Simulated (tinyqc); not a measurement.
Esaki diode in forward bias, two-band WKB: two steps of the calculation.

Abrupt p-n junction, depletion approximation. Energies E are counted from the conduction-band edge of the neutral n side; its Fermi level lies at dn, that of the p side at dn - V, and the valence-band edge of the neutral p side at Em = dn + dp - V. Tunnelling needs 0 < E < Em. Two-band dispersion with equal masses m: inside the gap kappa = sqrt(m u (1 - u/Eg)/C), u the distance from a band edge, C = hbar^2/(2 m0).

Parameters, values chosen for the exercise; band and dielectric values close to those of In0.53Ga0.47As:
```
symbol,value,unit,meaning
T,300,K,temperature
Eg,0.733,eV,band gap
eps_r,14,,relative permittivity
Nc,2.13e17,cm^-3,conduction-band density of states at 300 K
Nv,7.81e18,cm^-3,valence-band density of states at 300 K
m,0.042,m0,band-edge mass of the two-band model
Na,9.1e19,cm^-3,acceptor density
Nd,4.3e18,cm^-3,donor density
V,0.2,V,bias of the p side
```

Constants: q = 1.602176634e-19 C, kB = 1.380649e-23 J/K, hbar = 1.054571817e-34 J s, m0 = 9.1093837015e-31 kg, Vt = kB T/q, eps0 = 8.8541878128e-14 F/cm where lengths are in cm, hbar^2/(2 m0) = 0.0380998212 eV nm^2. Results are converted to the units shown.

Question 1. Fermi levels and built-in voltage. Nd = Nc F12(dn/Vt), Na = Nv F12(dp/Vt), F12(x) = (2/sqrt(pi)) int_0^infinity sqrt(u)/(1 + exp(u - x)) du; dn = EF - Ec on the n side, dp = Ev - EF on the p side (negative outside the bands); Vbi = Eg + dn + dp.

Give: dn; dp; Vbi.

Answer 1.

dn = 0.2293 eV
dp = 0.1571 eV
Vbi = 1.119 V

Boltzmann statistics would give dn = 0.0777 eV and dp = 0.0635 eV. At zero bias the bands of the two sides overlap by dn + dp.

Question 2. Width, field and exponent. W = sqrt(2 eps0 eps_r (Vbi - V)(1/Na + 1/Nd)/q), mean field F = (Vbi - V)/W, peak field 2 F. In a uniform field F the exponent is S = pi sqrt(m/C) Eg^1.5/(4 F). Transverse energy Et = C kt^2/m raises it to S (1 + 4 Et/Eg), so T = exp(-S) exp(-Et/Eb) with Eb = Eg/(4 S). KJ = (2 q^2/h) m/(4 pi C) (times 1e14 for A/cm^2 per eV^2).

Vbi = 1.1193560 V

Find: W; mean field; S; exp(-S); Eb; tunnelling length Eg/F.

Answer 2.

W = 18.61 nm
mean field = 0.4939 MV/cm
S = 10.48
exp(-S) = 2.816e-5
Eb = 17.49 meV
tunnelling length Eg/F = 14.84 nm

Range of the model: Parabolic densities of states, no band tails and no gap narrowing, all of which matter at such doping.

Numbers from tinyqc (`OMP_NUM_THREADS=1 python tinyqc.py 2620036 2620037 out.jsonl`; about 0.01 s on one thread of a shared Intel Xeon 2.30GHz).
